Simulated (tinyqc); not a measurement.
Plane-wave Kohn-Sham cycle with exchange-only LDA in a layered model solid, step by step. One step of it, computed by the program tinyqc.

Problem. Iteration 2: potential. V_H(G) = 4 pi rho(G)/G^2 for G != 0 (uniform background); v_x = -(3 rho/pi)^(1/3); V = V_ext + V_H + v_x; Fourier components f(G_m) = (1/N) sum_j f(x_j) exp(-i G_m x_j).

A solid whose potential varies along x alone (atomic units):
```
parameter                      value
period a                    5.100000
cross-section of the cell  17.000000
electrons per cell                 2
grid points                       16
plane waves -n..n, n               3
k points                           3
V1 in V1 cos(2 pi x/a)     -0.600000
V2 in V2 cos(4 pi x/a)      0.080000
```

density after iteration 1 (e/bohr^3): [0.03279352, 0.03163364, 0.02860865, 0.02481664, 0.02138532, 0.01894572, 0.01753588, 0.01687621, 0.01669118, 0.01687621, 0.01753588, 0.01894572, 0.02138532, 0.02481664, 0.02860865, 0.03163364]

Give: Potentials on the grid; V(G_m), m = 0, 1, 2, ....

Solution.

Potentials on the grid (hartree):
```
x         V_ext      V_H      v_x        V
0.0000  -0.5200   0.0693  -0.3152  -0.7659
0.3187  -0.4978   0.0632  -0.3114  -0.7460
0.6375  -0.4243   0.0464  -0.3012  -0.6790
0.9563  -0.2862   0.0226  -0.2872  -0.5508
1.2750  -0.0800  -0.0035  -0.2733  -0.3568
1.5938   0.1730  -0.0275  -0.2625  -0.1170
1.9125   0.4243  -0.0464  -0.2558   0.1220
2.2313   0.6109  -0.0583  -0.2526   0.3000
2.5500   0.6800  -0.0624  -0.2517   0.3660
2.8687   0.6109  -0.0583  -0.2526   0.3000
3.1875   0.4243  -0.0464  -0.2558   0.1220
3.5063   0.1730  -0.0275  -0.2625  -0.1170
3.8250  -0.0800  -0.0035  -0.2733  -0.3568
4.1437  -0.2862   0.0226  -0.2872  -0.5508
4.4625  -0.4243   0.0464  -0.3012  -0.6790
4.7812  -0.4978   0.0632  -0.3114  -0.7460
```

V(G_m), m = 0, 1, 2, ... (hartree): [-0.2784, -0.2831, 0.0392, 0.0001, 0.0000, 0.0000, 0.0000]
